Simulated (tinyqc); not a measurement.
# Worked calculation: surface potential of a MOS transistor: implicit equation and explicit approximations

Computed by the program tinyqc: `OMP_NUM_THREADS=1 python tinyqc.py 2122033 2122034 out.jsonl`, one thread of a shared Intel Xeon 2.30GHz, about 0.01 s for the whole run. Printed values are rounded.

p-type body, charge-sheet picture, depletion and inversion only, full ionisation (an idealisation for deep acceptors), Boltzmann statistics (rough once Na exp(x - xn) passes about Nc/7). In units of Vt: xg = (Vg - Vfb)/Vt, x = psi/Vt, G = gamma/sqrt(Vt), xn = (2 phiF + Vc)/Vt. The implicit equation is (xg - x)^2 = G^2 [x - 1 + exp(x - xn)] for x above about 3. Cox = eps0 eox/tox.

Parameters, values chosen for the exercise; band and dielectric values close to those of silicon: temperature T = 300 K; band gap Eg = 1.13 eV; relative permittivity eps_r = 11.8; conduction-band density of states at T Nc = 2.78e19 cm^-3; valence-band density of states at T Nv = 2.7e19 cm^-3; relative permittivity of the gate insulator (close to aluminium oxide) eox = 8.81; insulator thickness tox = 6.3 nm; acceptor density Na = 8.9e17 cm^-3; flat-band voltage Vfb = -0.41 V; channel-body voltage Vc = 0.2 V; gate-body voltage Vg = 1.68 V.

Constants: q = 1.602176634e-19 C, kB = 1.380649e-23 J/K, Vt = kB T/q, eps0 = 8.8541878128e-14 F/cm where lengths are in cm. Results are converted to the units shown.

Range of the model: The electron quasi-Fermi level lies less than 2 Vt below the band edge at the surface, or above it, where degeneracy and confinement, left out, matter.

## Scales

ni = sqrt(Nc Nv) exp(-Eg/(2 Vt)), Eg in volts; phiF = Vt ln(Na/ni); gamma = sqrt(2 q eps0 eps_r Na)/Cox; VT = Vfb + Vt (xn + G sqrt(xn - 1)).

phiF = 0.476406 V
gamma = 0.440856 V^0.5
G = 2.74189
xn = 44.5928
VT = 1.21082 V
xg = 80.8448

## Explicit approximation

Depletion value a = 1 + [sqrt(G^2/4 + xg - 1) - G/2]^2; inversion value b = xn + ln[(xg - xn)^2/G^2 - xn + 1] and first guess y = min(a, b) - ln(1 + exp(-|a - b|)) if a > xn + 1, else b = y = a; one second-order correction with D = exp(y - xn), p = 2 (xg - y) + G^2 (1 + D), w = (xg - y)^2 - G^2 (y - 1 + D): z = y + 2 w/(p + sqrt(p^2 - 2 (2 - G^2 D) w)), or the Newton step z = y + w/p where the root is not real.

a = 59.8167
b = 49.4696
y = 49.4696
p = 1056.72
w = -366.438
z = 49.0347

The root of the implicit equation is x = 49.0517; y misses it by 0.42 and z by -0.017, in units of Vt.

## Starting value

x = a rounded to two decimals.

x at the start = 59.82

## Iteration 1: new x

D = exp(x - xn), f = (xg - x)^2 - G^2 (x - 1 + D), f' = -2 (xg - x) - G^2 (1 + D), x(new) = x - f/f'.

D = 4.10306e6
f = -3.08466e7
f' = -3.08466e7
x after iteration 1 = 58.8200

## Iteration 2: new x

As before.

D = 1.50943e6
f = -1.13478e7
f' = -1.13479e7
x after iteration 2 = 57.8200

## Course of the iteration

Stop when the step is below 1e-11, or after 60 iterations.

Course of the iteration:
```
iteration	x before the step	step
1	59.82	-1.00
2	58.8200	-1.00
3	57.8200	-1.00
4	56.8200	-1.00
5	55.8202	-1.00
6	54.8207	-0.998
7	53.8223	-0.995
8	52.8274	-0.984
9	51.8436	-0.951
10	50.8928	-0.858
11	50.0344	-0.640
12	49.3945	-0.294
13	49.1004	-0.0476
14	49.0528	-1.05e-3
15	49.0517	-4.98e-7
16	49.0517	-1.14e-13
```

Converged in 16 iterations. In 9 iterations the step is within 5 % of -1, the mark of an exponential that dominates f.

## Potential, charges and gate control

converged x = 49.0517

psi = Vt x; N_dep = Cox Vt G sqrt(x - 1)/q; N_inv = (Cox Vt G/q) [sqrt(x - 1 + exp(x - xn)) - sqrt(x - 1)]; dpsi/dVg = 1/[1 + G^2 (1 + exp(x - xn))/(2 (xg - x))].

psi = 1.26809 V
N_dep = 3.79727e12 cm^-2
N_inv = 2.5546e12 cm^-2
dpsi/dVg = 0.0882340

psi lies 4.5 Vt above 2 phiF + Vc.
